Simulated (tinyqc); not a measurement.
# Punch-through p+-n junction, ionisation integral and breakdown, step by step

Numbers from tinyqc (`OMP_NUM_THREADS=1 python tinyqc.py 2120067 2120068 out.jsonl`; about 0.07 s on one thread of a shared Intel Xeon 2.30GHz). Printed values are rounded.

A p+ layer at x < 0 and an n drift layer from x = 0 to L on an n+ substrate. Depletion approximation, built-in voltage neglected. Local ionisation coefficients alpha_n = an exp(-(bn/E)^mx), alpha_p = ap exp(-(bp/E)^mx). Electrons move towards +x, holes towards x = 0.

Inputs (values chosen for the exercise); material values close to those of silicon:
```
symbol,value,unit,meaning
eps_r,11.8,,relative permittivity
an,7.25e5,1/cm,prefactor of the electron ionisation coefficient
bn,1.18e6,V/cm,field constant for electrons
ap,1.57e6,1/cm,prefactor of the hole ionisation coefficient
bp,1.99e6,V/cm,field constant for holes
mx,1,,exponent
N,1.2e15,cm^-3,donor density of the drift layer
L,4.5,um,thickness of the drift layer
V,97.8,V,reverse voltage
fr,1,,share of the depleted width that the grid covers
```

Constants: q = 1.602176634e-19 C, eps0 = 8.8541878128e-14 F/cm where lengths are in cm. Results are converted to the units shown.

## Field and ionisation coefficients on a grid

W = sqrt(2 eps0 eps_r V/(q N)), peak field E0 = q N W/(eps0 eps_r), falling linearly to 0 at W; if W > L the layer is punched through: W = L, E0 = V/L + q N L/(2 eps0 eps_r), falling linearly to E1 = V/L - q N L/(2 eps0 eps_r). Grid: 12 equal steps from 0 to fr W.

W = 4.5 um

```
point   x (um)  E (kV/cm)  alpha_n (1/cm)  alpha_p (1/cm)
0      0.00000    258.737         7580.38         717.226
1      0.37500    251.837         6689.88         580.937
2      0.75000    244.936         5862.57         464.991
3      1.12500    238.035         5098.39         367.412
4      1.50000    231.135         4397.00         286.256
5      1.87500    224.234         3757.72         219.627
6      2.25000    217.333         3179.50         165.694
7      2.62500    210.433         2660.93         122.717
8      3.00000    203.532         2200.22         89.0548
9      3.37500    196.631         1795.16         63.1884
10     3.75000    189.731         1443.15         43.7298
11     4.12500    182.830         1141.21         29.4341
12     4.50000    175.929         885.971         19.2059
```

## Ionisation integrals by the trapezoid rule

G(x) = integral from 0 to x of (alpha_n - alpha_p); I_n = integral of alpha_n exp(-G) (electrons injected at x = 0), I_p = integral of alpha_p exp(G(end) - G) (holes injected at the far edge); M = 1/(1 - I). All integrals by the trapezoid rule on the grid.

```
point        G  alpha_n exp(-G) (1/cm)
0      0.00000                 7580.38
1      0.24323                 5245.50
2      0.45897                 3704.74
3      0.64888                 2664.56
4      0.81467                 1946.93
5      0.95808                 1441.56
6      1.08093                 1078.74
7      1.18503                  813.54
8      1.27221                  616.53
9      1.34427                  468.05
10     1.40298                  354.82
11     1.45006                  267.68
12     1.48716                  200.24
```

I_n = 0.843486
I_p = 0.276419
M_n = 6.38922
M_p = 1.38201

A grid of 1500 steps over the whole width gives I_n = 0.8351 and I_p = 0.2715; the coarse I_n is 1.0 % above and the coarse I_p 1.8 % above those values. Electrons multiply more: on this coarse grid M - 1 is 14.1 times as large for them.

## Breakdown voltage by secant steps

G(x) = integral from 0 to x of (alpha_n - alpha_p); I_n = integral of alpha_n exp(-G) (electrons injected at x = 0), I_p = integral of alpha_p exp(G(end) - G) (holes injected at the far edge); M = 1/(1 - I). Secant steps on ln I_n(V) = 0 with the integrals on a fine grid (1500 steps), from the points V = 76.9 and 98.1 V; stop when the step is below 1e-7 of V.

Course of the iteration:
```
step    V (V)       I_n  change of V (V)
1        98.1  0.841011             4.26
2     102.357  0.919183             4.04
3     106.394  0.982311             1.08
4     107.478  0.997488            0.178
5     107.656  0.999908          6.75e-3
6     107.663   1.00000          3.67e-5
7     107.663   1.00000          7.29e-9
```

Breakdown at 107.66 V, with a peak field of 280.7 kV/cm and W = 4.500 um. The integral for holes reaches 1 at the same voltage.
